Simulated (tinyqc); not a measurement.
Comparisons within one model: two-node Weyl semimetal on a cubic lattice and its slab. A value that a table varies takes the place of the one given here.

H = d.s with dx = t sin kx, dy = t sin ky, dz = m (2 - cos kx - cos ky) + M(kz), M = tz (cos k0 - cos kz), k in 1/a. Nodes at (0, 0, +/-k0). Berry curvature of the lower band along z: Omega = d.(dd/dkx x dd/dky)/(2|d|^3), in the sense curl of i<u|grad u>.

Slab of N layers along x with hard walls: layer block t sin(ky) sy + (m (2 - cos ky) + M(kz)) sz, block to the next layer t sx/(2i) - m sz/2.

Inputs chosen for the exercise: t = 0.64 eV (hopping in sx and sy); m = 1.54 eV (mass term); tz = 0.94 eV (hopping along z); k0 = 1.85 1/a (position of the nodes); k = (0.77, 0.12, 0.4) 1/a (wave vector).

## Planes of fixed kz and the Fermi arc

C is the sum of Omega over a 24 x 24 mesh, k = (j + 1/2) 2 pi/24, times (2 pi/24)^2/(2 pi). Slab of 30 layers at ky = 0: lowest positive level and weight of the middle pair on the two outer layers.

Against kz:
```
kz (1/a)   M (eV)       C  slab level (eV)  surface weight
0.000     -1.1991  -1.000          0.00000           0.789
0.400     -1.1249  -1.000          0.00000           0.769
0.800     -0.9140  -1.000          0.00000           0.692
1.200     -0.5997  -1.000          0.00000           0.520
1.600     -0.2316  -1.000          0.00000           0.231
2.000      0.1321  -0.022          0.15007           0.006
2.400      0.4341   0.000          0.44595           0.003
2.800      0.6266   0.000          0.63738           0.002
3.142      0.6809   0.000          0.69148           0.002
```

C is -1 for kz below k0 = 1.85 and 0 above, within 0.022 on this mesh. Where C = -1 the slab has a level near zero (exactly zero for a thick slab) on its faces (weight 0.79 at kz = 0): these points form the arc from -k0 to +k0, of length 3.70/a. Towards the node M goes to zero and the state spreads into the bulk; beyond it the level follows M, raised by the confinement in the slab.

## Hybridisation of the two arcs

ky = 0, kz = 0; lowest positive level against the number of layers. On a half space the amplitudes are z1^n - z2^n with z the roots of (t + m) z^2/2 - (m + M) z + (m - t)/2 = 0.

Level:
```
N     E (eV)
3     0.2122
4    0.05129
5    0.09903
6   0.009367
8    0.01544
10  0.009639
12  0.004384
```

z1, z2: 0.1564+0.6232i  0.1564-0.6232i

The larger root has |z| = 0.6425, so the level should fall by about |z|^2 = 0.413 for two more layers; from 10 to 12 it changes by a factor 0.455. The roots are complex, so the fall carries an oscillation.

## What each parameter does

|E| and Omega at k, the velocity tz sin(k0) and k0/pi. Each row changes one parameter from the base and keeps the others.

Results:
```
case            |E| (eV)  Omega (a^2)  vz (eV a)  |sigma_xy| (e^2/(h a))
base              0.8160      -0.4677     0.9036                  0.5889
t = 0.576 eV      0.7919      -0.4146     0.9036                  0.5889
m = 1.386 eV      0.8535      -0.3944     0.9036                  0.5889
tz = 0.846 eV     0.7251      -0.6237     0.8132                  0.5889
k0 = 2.035 1/a    0.9549      -0.3190     0.8405                  0.6478
```

The largest shifts from the base row, up to three for each result and ties (the steps differ in size, so this ranks the rows, not the parameters). |E| (eV): k0 +0.1389, tz -0.0910, m +0.0374. Omega (a^2): tz -0.1560, k0 +0.1487, m +0.0734. vz (eV a): tz -0.0904, k0 -0.0631; unchanged at the printed digits by t and m. |sigma_xy| (e^2/(h a)): k0 +0.0589; unchanged at the printed digits by t, m and tz. The Hall conductivity depends on the separation of the nodes alone, with EF at the nodes and no further nodes.

Computed by tinyqc, a small Python program: `OMP_NUM_THREADS=1 python tinyqc.py 1451077 1451078 out.jsonl` (the numbers bound the seed that draws the inputs); one thread of a shared host (Intel(R) Xeon(R) Processor @ 2.30GHz), about 0.1 s for the whole set of steps.
